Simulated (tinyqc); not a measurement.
# One electron in a tunnel-coupled double dot: charge qubit, sensing and quantum capacitance: what changes with what

Basis (left, right), H = [[ep/2, tc], [tc, -ep/2]], splitting Om = sqrt(ep^2 + 4 tc^2), ep = al times the gate voltage. In equilibrium the electron is on the right with the chance P_R = [1 + (ep/Om) tanh(Om/2 kB T)]/2.

Inputs (values chosen for the exercise): tunnel coupling tc = 3.2 ueV; electron temperature T = 0.28 K; lever arm of the gate on the detuning al = 0.28 eV/V; resonator frequency f0 = 501 MHz; deviation of quasi-static detuning noise se = 0.71 ueV.

Constants: q = 1.602176634e-19 C, kB = 1.380649e-23 J/K, hbar = 1.054571817e-34 J s, h = 6.62607015e-34 J s, Vt = kB T/q. Results are converted to the units shown.

Each table varies one quantity; the others keep the values above.

## Coherence against detuning

Noise in ep shifts Om by (ep/Om) d + (2 tc^2/Om^3) d^2. For Gaussian d of deviation se the spread of Om is sqrt[(ep se/Om)^2 + 2 (2 tc^2 se^2/Om^3)^2], and T2* is estimated as sqrt(2) hbar/spread; Om T2*/h counts the oscillations within T2*.

Results:
```
ep (ueV),Om (ueV),T2* (ns),oscillations within T2*
0,6.400,16.71,25.86
0.16,6.402,15.94,24.67
0.32,6.408,14.14,21.90
0.64,6.432,10.41,16.18
1.3,6.531,6.175,9.751
2.6,6.908,3.436,5.740
9.6,11.54,1.575,4.395
19,20.05,1.383,6.707
```

Estimate the missing row, ep = 4.8 ueV.

Computed row:
```
ep (ueV),Om (ueV),T2* (ns),oscillations within T2*
4.8,8.000,2.180,4.217
```

With this row back in the table: T2* falls from 16.7 to 1.38 ns, towards sqrt(2) hbar/se = 1.31 ns far from the anticrossing; the first row is 12.1 times the last. First and second order are equal near ep = sqrt(2) se/2 = 0.502 ueV.

## Peak signal against tunnel coupling

At ep = 0: q^2 al^2 dP_R/d(ep) splits into Cq = q^2 al^2 (2 tc^2/Om^3) tanh(Om/2 kB T) and Ct = q^2 al^2 (ep/Om)^2/(4 kB T cosh^2(Om/2 kB T)); Ct appears only if relaxation is faster than the drive. A resonator of frequency f0, capacitance Cp and quality factor Q shifts by df = -f0 Cq/(2 Cp) and its phase by -2 Q Cq/Cp. The slope dP_R/d(ep) there is tanh(tc/kB T)/(4 tc).

Peak signal against tunnel coupling:
```
tc (ueV),tc/kB T,Cq (aF),slope (1/ueV),2 tc/h (GHz)
2.9,0.1202,129.5,0.01031,1.402
5.2,0.2155,128.2,0.01020,2.515
9.6,0.3979,123.7,0.009847,4.643
18,0.7460,110.4,0.008788,8.705
32,1.326,85.21,0.006784,15.48
59,2.445,52.43,0.004174,28.53
110,4.559,28.54,0.002272,53.20
200,8.289,15.70,0.001250,96.72
360,14.92,8.723,6.944e-4,174.1
```

Read the table: what changes, and by how much?

The peak Cq falls from 130 to 8.72 aF: it levels off at q^2 al^2/(4 kB T) = 130 aF for weak coupling and goes as tc^(-1.00) between the last two rows. Below tc of about kB T the slope measures temperature rather than coupling. For tc = 2.9 2 tc/h is less than three times the drive frequency f0, so the electron cannot follow adiabatically.

tinyqc, about 0.01 s, one thread, Intel Xeon 2.30GHz (shared host): `OMP_NUM_THREADS=1 python tinyqc.py 2470126 2470127 out.jsonl`
